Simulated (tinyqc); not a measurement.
Raising U: Hubbard chain of 2 sites, mean field against exact. Computed by the program tinyqc. Collinear unrestricted mean field (the lowest of 40 random starts) against exact diagonalisation.

one-body matrix (hopping and site energies) (eV):
```
         1        2
1   0.2300  -1.3100
2  -1.3100  -0.3600
```

electrons, up and down: 1  1

Exact and mean-field results (eV):

| U | U/t | E exact | E mean field | mean \|n_up - n_down\| | double occupancy, exact | first gap in the sector |
|---|---|---|---|---|---|---|
| 0.660 | 0.504 | -2.49172 | -2.47272 | 0.000 | 0.229 | 2.362 |
| 2.620 | 2.000 | -1.77205 | -1.47316 | 0.000 | 0.143 | 1.642 |
| 3.930 | 3.000 | -1.45336 | -1.01711 | 0.736 | 0.103 | 1.323 |
| 5.240 | 4.000 | -1.22334 | -0.79170 | 0.862 | 0.075 | 1.093 |
| 7.860 | 6.000 | -0.92666 | -0.56889 | 0.942 | 0.042 | 0.797 |
| 10.480 | 8.000 | -0.75016 | -0.45848 | 0.968 | 0.027 | 0.620 |
| 15.720 | 12.000 | -0.55572 | -0.34863 | 0.986 | 0.013 | 0.426 |
| 26.200 | 20.000 | -0.38956 | -0.26107 | 0.995 | 4.86e-03 | 0.260 |

Estimate the missing row, U = 1.31.

Computed row:
```
U        U/t   E exact  E mean field  mean |n_up - n_down|  double occupancy, exact  first gap in the sector
1.310  1.000  -2.21493      -2.13912                 0.000                    0.197                    2.085
```

In absolute terms mean field is worst at U/t = 3.0, 0.436 eV too high: at small U it is nearly exact, and at large U it misses only exchange-scale energies. Its local moments set in at U/t = 3.0 of those listed, a broken symmetry that the exact state of a finite cluster with equal spins does not have. Relative to the exact energy its error is 0.8 % at the smallest U, 39 % at most and 33 % at the largest. The double occupancy falls from 0.229 to 0.005.
